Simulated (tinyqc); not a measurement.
Nanosheet or nanowire with hard walls, valleys of the Ge type: one step. Modes, density and velocity at zero temperature. Four cases, with inputs chosen for the exercise.

Question. With EF = E_lowest + dE, each subband below EF has k_F = sqrt(m_x (EF - E)/c), carries n = 2 g k_F/pi electrons per length (spin included), moves at v = 2 c k_F/(hbar m_x) and adds 2 g e^2/h to the ballistic conductance; c = hbar^2/2m0, 1 angstrom/s = 1e-8 cm/s.

Constants: hbar^2/2m0 = 3.80998211 eV angstrom^2; hbar = 6.58211957e-16 eV s; e^2/h = 3.874045865e-05 S.

Case 1.

Values chosen (out of a larger set: near those of Ge; not measured data): dE = 0.173 eV (EF above the lowest subband edge).

Subbands:
```
label  valleys g  m_x (m0)    E (eV)
A1             2  0.082000  0.274436
A2             2  0.082000  0.284062
A3             2  0.082000  0.300039
B1             2  1.095333  0.305903
A4             2  0.082000  0.322419
A5             2  0.082000  0.350898
A6             2  0.082000  0.385870
B2             2  1.095333  0.409927
A7             2  0.082000  0.426343
A8             2  0.082000  0.474341
```

Case 2.

Values chosen (out of a larger set: near those of Ge; not measured data): dE = 0.136 eV (EF above the lowest subband edge).

Subbands:
```
label  valleys g  m_x (m0)    E (eV)
A1             4  0.581667  0.190777
A2             4  0.581667  0.270557
A3             4  0.581667  0.400819
A4             4  0.581667  0.574925
A5             4  0.581667  0.685792
A6             4  0.581667  0.744415
A7             4  0.581667  0.817207
A8             4  0.581667  0.893007
A9             4  0.581667  1.061410
A10            4  0.581667  1.092741
```

Case 3.

Values chosen (out of a larger set: near those of Ge; not measured data): dE = 0.062 eV (EF above the lowest subband edge).

Subbands:
```
label  valleys g  m_x (m0)    E (eV)
A1             2  0.083000  0.061669
A2             2  0.083000  0.076406
B1             2  1.098333  0.097674
A3             2  0.083000  0.099096
A4             2  0.083000  0.126884
A5             2  0.083000  0.157062
A6             2  0.083000  0.189292
B2             2  1.098333  0.220952
A7             2  0.083000  0.225505
A8             2  0.083000  0.232986
```

Case 4.

Values chosen (out of a larger set: near those of Ge; not measured data): dE = 0.208 eV (EF above the lowest subband edge).

Subbands:
```
label  valleys g  m_x (m0)    E (eV)
A1             2  0.082000  0.122153
A2             2  0.082000  0.163180
B1             2  1.098000  0.216055
A3             2  0.082000  0.221886
A4             2  0.082000  0.287229
A5             2  0.082000  0.356260
A6             2  0.082000  0.433760
A7             2  0.082000  0.450572
A8             2  0.082000  0.506905
A9             2  0.082000  0.522928
```

Give: Occupied subbands; total n; ballistic conductance.

Answer.

Case 1.

Occupied subbands:
```
label  k_F (1/angstrom)  n (1/nm)  v (1e7 cm/s)
A1               0.0610     0.777          8.61
A2               0.0593     0.755          8.37
A3               0.0563     0.717          7.95
B1               0.2017     2.568          2.13
A4               0.0519     0.660          7.32
A5               0.0456     0.580          6.44
A6               0.0364     0.463          5.14
B2               0.1038     1.322          1.10
A7               0.0213     0.271          3.01
```

total n = 8.115 1/nm
ballistic conductance = 1394.7 microsiemens

EF lies below the last listed level, so the count is complete for these valleys (other families, and non-parabolicity above about 0.2 eV, are left out): 9 subbands with 18 valley modes. The Fermi velocity, averaged with the densities as weights, is 4.61 x 1e7 cm/s; the mean over all filled states moving one way is half of it.

Case 2.

Occupied subbands:
```
label  k_F (1/angstrom)  n (1/nm)  v (1e7 cm/s)
A1               0.1441     3.669          2.87
A2               0.0926     2.359          1.84
```

total n = 6.028 1/nm
ballistic conductance = 619.8 microsiemens

EF lies below the last listed level, so the count is complete for these valleys (other families, and non-parabolicity above about 0.2 eV, are left out): 2 subbands with 8 valley modes. The Fermi velocity, averaged with the densities as weights, is 2.47 x 1e7 cm/s; the mean over all filled states moving one way is half of it.

Case 3.

Occupied subbands:
```
label  k_F (1/angstrom)  n (1/nm)  v (1e7 cm/s)
A1               0.0368     0.468          5.13
A2               0.0321     0.409          4.48
B1               0.0866     1.102          0.91
A3               0.0231     0.295          3.23
```

total n = 2.273 1/nm
ballistic conductance = 619.8 microsiemens

EF lies below the last listed level, so the count is complete for these valleys (other families, and non-parabolicity above about 0.2 eV, are left out): 4 subbands with 8 valley modes. The Fermi velocity, averaged with the densities as weights, is 2.72 x 1e7 cm/s; the mean over all filled states moving one way is half of it.

Case 4.

Occupied subbands:
```
label  k_F (1/angstrom)  n (1/nm)  v (1e7 cm/s)
A1               0.0669     0.852          9.45
A2               0.0599     0.763          8.46
B1               0.1813     2.309          1.91
A3               0.0483     0.615          6.82
A4               0.0304     0.387          4.29
```

total n = 4.926 1/nm
ballistic conductance = 774.8 microsiemens

EF lies below the last listed level, so the count is complete for these valleys (other families, and non-parabolicity above about 0.2 eV, are left out): 5 subbands with 10 valley modes. The Fermi velocity, averaged with the densities as weights, is 5.03 x 1e7 cm/s; the mean over all filled states moving one way is half of it.

Computed by tinyqc, one run a case: `OMP_NUM_THREADS=1 python tinyqc.py N N+1 out.jsonl` with N = 1281670, 1282046, 1282664, 1282676; one thread of a shared Intel(R) Xeon(R) Processor @ 2.30GHz, about 0.3 s a run at most.
